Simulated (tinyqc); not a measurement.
Inputs raised by 10 %, one at a time: velocity overshoot from momentum and energy balance equations after a field step. Computed by tinyqc, a small Python program. Command: `OMP_NUM_THREADS=1 python tinyqc.py 3020764 3020765 out.jsonl overshoot sens`. One thread of a shared host (Intel(R) Xeon(R) Processor @ 2.30GHz), about 0.09 s of CPU time with the checks.

At t = 0 the field jumps from 0 to F in a uniform sample. v is the drift velocity and u = w - (3/2) k_B T the excess energy per carrier.

Inputs (values chosen for the exercise, modelled on electrons in 4H-SiC except for tau_E):

| quantity | value | unit |
|---|---|---|
| effective mass m | 0.33 | m_0 |
| low-field mobility mu_0 | 880 | cm^2/(V s) |
| saturation velocity v_s | 2.1 | 1e7 cm/s |
| energy relaxation time tau_E | 0.86 | ps |
| field after the step F | 110 | kV/cm |
| lattice temperature T | 300 | K |
| time step dt | 5.4 | fs |

Scheme: explicit Euler.

Constants: m_0 = 9.1093837015e-31 kg; e = 1.602176634e-19 C; k_B = 8.617333262e-05 eV/K.

Method:
- dv/dt = e F/m - v/tau_m(u), du/dt = e F v - u/tau_E, tau_m(u) = tau_0/(1 + c u), tau_0 = m mu_0/e, c = mu_0/(e tau_E v_s^2); this choice gives the steady state v (1 + mu_0 F v/v_s^2) = mu_0 F, which saturates at v_s. Steady velocity v = 2 mu_0 F/(1 + sqrt(1 + 4 (mu_0 F/v_s)^2)); u = e F v tau_E; carrier temperature T + 2u/(3 k_B), neglecting the drift energy m v^2/2.
- Step: v_new = v + dt (e F/m - v/tau_m(u)), u_new = u + dt (e F v - u/tau_E). Start v = u = 0; the distance adds dt (v + v_new)/2.
- Run to 8 times the larger of tau_E and tau_0, but at most 20001 steps, and stop early if |v| > 1000 v_s or u < -1/(2c); the run is accepted if the last v is within 0.5 % of the steady value.

Runs:

| input moved | from | to | peak velocity (1e7 cm/s) | peak over steady velocity | steady velocity (1e7 cm/s) | steady carrier temperature (K) |
|---|---|---|---|---|---|---|
| base run | - | - | 4.647 | 2.466 | 1.885 | 14092 |
| effective mass m (m_0) | 0.33 | 0.363 | 4.544 | 2.411 | 1.885 | 14092 |
| low-field mobility mu_0 (cm^2/(V s)) | 880 | 968 | 4.784 | 2.514 | 1.903 | 14228 |
| saturation velocity v_s (1e7 cm/s) | 2.1 | 2.31 | 4.847 | 2.364 | 2.051 | 15309 |
| energy relaxation time tau_E (ps) | 0.86 | 0.946 | 4.742 | 2.516 | 1.885 | 15471 |
| field after the step F (kV/cm) | 110 | 121 | 4.897 | 2.573 | 1.903 | 15621 |

Exponents ln(y'/y) / ln(x'/x):

| input | peak velocity | peak over steady velocity | steady velocity | steady carrier temperature |
|---|---|---|---|---|
| effective mass m | -0.235 | -0.235 | 0.000 | 0.000 |
| low-field mobility mu_0 | 0.305 | 0.202 | 0.103 | 0.101 |
| saturation velocity v_s | 0.442 | -0.445 | 0.887 | 0.869 |
| energy relaxation time tau_E | 0.213 | 0.213 | 0.000 | 0.980 |
| field after the step F | 0.548 | 0.445 | 0.103 | 1.081 |

Among the inputs moved here: peak velocity answers most in size to field after the step F (exponent +0.548), next to saturation velocity v_s (+0.442). Peak over steady velocity answers most in size to saturation velocity v_s (exponent -0.445), and about equally to field after the step F (+0.445). Steady velocity answers most in size to saturation velocity v_s (exponent +0.887), next to low-field mobility mu_0 (+0.103); its exponent is below 0.0005 for effective mass m, energy relaxation time tau_E. Its exponent 0.000 in energy relaxation time tau_E: c is tied to tau_E so that the steady curve is fixed. Steady carrier temperature answers most in size to field after the step F (exponent +1.081), next to energy relaxation time tau_E (+0.980); its exponent is below 0.0005 for effective mass m.

Caution (all rows): the excess energy exceeds 0.5 eV, where non-parabolicity, upper valleys and impact ionisation matter.

Extremes, crossings and ranges named in words are read from the listed rows.
